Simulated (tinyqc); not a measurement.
Strained alloy layer of InP and GaP on (001) GaAs, model-solid band line-up: gaps, strain and offsets against composition.

The layer is x parts of the first compound and 1 - x of the second, grown coherently on the third as substrate and barrier. Rows of the table: lattice constant a, average valence level Ea on an absolute scale, spin-orbit splitting so, gaps at Gamma, X and L, hydrostatic deformation potentials av and ac (Gamma), shear potential b, elastic constants, electron and heavy-hole (along z) masses. All are interpolated linearly in x; gaps get -C x (1 - x), taken wholly in the conduction band; real line-ups can differ from this model by 0.1 eV or more.

In-plane strain e = (a_substrate - a)/a, e_z = -2 (c12/c11) e, volume change 2 e + e_z. With v = 2 e + e_z and d = 2 b (e_z - e): Eav = Ea + av v; E_hh = Eav + so/3 - d/2; E_lh = Eav - so/6 + d/4 + sqrt(so^2 + so d + 9 d^2/4)/2; E_c = Ea + so/3 + EG + ac v (Gamma). Substrate: E_v = Ea + so/3, E_c = E_v + EG. Well depths: dEc = E_c(substrate) - E_c, dEhh = E_hh - E_v(substrate), dElh likewise; strained Gamma gap E_c - max(E_hh, E_lh); positive values confine carriers in the layer. Matthews-Blakeslee for 60-degree dislocations in a single layer: hc = k (ln(hc/bv) + 1), k = bv (1 - nu/4)/(4 pi |e| (1 + nu)), nu = c12/(c11 + c12), bv = a/sqrt(2); the larger root. The valence offset is the larger of dEhh and dElh; a dash marks |e| under 0.02 % or no root.

Values chosen for this exercise:
```
symbol,value,unit,meaning
CG,0.65,eV,bowing of the Gamma gap
CX,0.2,eV,bowing of the X gap
CL,1.03,eV,bowing of the L gap
```

Binary compounds, values chosen for the exercise:
```
              close to InP  close to GaP  close to GaAs
a (angstrom)         5.869         5.451          5.653
Ea (eV)              -7.04          -7.4          -6.92
so (eV)               0.11        0.0809          0.343
EG (eV)               1.36          2.79           1.43
EX (eV)                2.2          2.24            1.9
EL (eV)               1.94          2.58            1.7
av (eV)               1.26          1.68           1.15
ac (eV)              -5.04         -7.12          -7.16
b (eV)               -1.67         -1.82           -1.7
c11 (GPa)              101           140            120
c12 (GPa)             56.8          61.2           54.4
me (m0)             0.0808         0.131         0.0661
mh (m0)              0.531         0.325          0.352
```

Results:
columns A: x; B: e (%); C: relaxed Gamma gap (eV); D: lower of X and L gaps (eV); E: strained Gamma gap (eV); F: E_hh - E_lh (meV); G: dEc (eV); H: valence offset (eV); I: hc (nm)
```
A            B       C       D       E        F           G         H     I
0.25    1.7550  2.3106  2.1925  2.0572  -159.00    -0.28091  -0.34632  4.20
0.31    1.2977  2.2077  2.1613  2.0274  -114.00    -0.23546  -0.36190  6.39
0.38   0.76936  2.0935  2.0941  1.9928  -63.765    -0.18550  -0.37731  12.8
0.44   0.32086  2.0006  2.0446  1.9617  -24.401    -0.14533  -0.38639  38.1
0.5   -0.12367  1.9125  2.0025  1.9178   8.1445    -0.10766  -0.38010   119
0.62   -1.0010  1.7503  1.9405  1.7874   42.895   -0.039905  -0.31748  9.05
0.69   -1.5057  1.6643  1.9181  1.7153   51.115  -0.0051381  -0.28018  5.20
0.75   -1.9343  1.5956  1.9069  1.6559   55.554    0.021826  -0.24773  3.64
```

Estimate the missing row, x = 0.56.

Computed row:
columns A: x; B: e (%); C: relaxed Gamma gap (eV); D: lower of X and L gaps (eV); E: strained Gamma gap (eV); F: E_hh - E_lh (meV); G: dEc (eV); H: valence offset (eV); I: hc (nm)
```
A            B       C       D       E       F          G         H     I
0.56  -0.56428  1.8290  1.9678  1.8515  30.245  -0.072505  -0.34900  18.9
```

With this row back in the table: The relaxed Gamma gap falls from 2.31 to 1.60 eV and the strained one falls from 2.06 to 1.66 eV. The lattice matches the substrate at x = 0.483; the heavy hole is on top where the layer is compressed (e < 0) and the light hole where it is stretched. The relaxed alloy turns direct at x = 0.379. dEc rises from -0.281 to 0.0218 eV and the valence offset goes from -0.346 through a minimum of -0.386 (at x = 0.44 among the rows listed) to -0.248 eV. At the largest strain listed, -1.93 %, strain changes the gap by 60.3 meV. For x = 0.25, 0.31 the lowest conduction valley of the relaxed alloy is X or L, so the gap and dEc listed hold for Gamma only.

Numbers from tinyqc (`OMP_NUM_THREADS=1 python tinyqc.py 2690129 2690130 out.jsonl`; about 0.01 s on one thread of a shared Intel Xeon 2.30GHz).
